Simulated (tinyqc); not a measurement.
From results back to parameters: six-band hole subbands of a thin body in a field.

Problem. Without spin-orbit coupling the masses along a normal n are the inverse eigenvalues of C(n n^T)/c: 1/(g1 - 2 g2) twice and 1/(g1 + 4 g2) on (001); 1/(g1 - 2 g3) twice and 1/(g1 + 4 g3) on (111); on (110) 1/(g1 + g2 - 3 g3), 1/(g1 - 2 g2) and 1/(g1 + g2 + 3 g3). Three masses were computed from hidden g1, g2, g3.

heavy and light mass on (001) (m0): 0.204082  0.033091

heavy mass on (111) = 0.520833 m0

Find: g1, g2, g3; heaviest mass on (110).

Solution. The inverse masses on (001) differ by 6 g2, which gives g2 and g1; g3 = (g1 - 1/m(111))/2.

g1, g2, g3: 13.34  4.22  5.71

heaviest mass on (110) = 2.33 m0

(tinyqc, `OMP_NUM_THREADS=1 python tinyqc.py 1281179 1281180 out.jsonl`, Intel(R) Xeon(R) Processor @ 2.30GHz, 1 thread, shared host, about 0.4 s.)
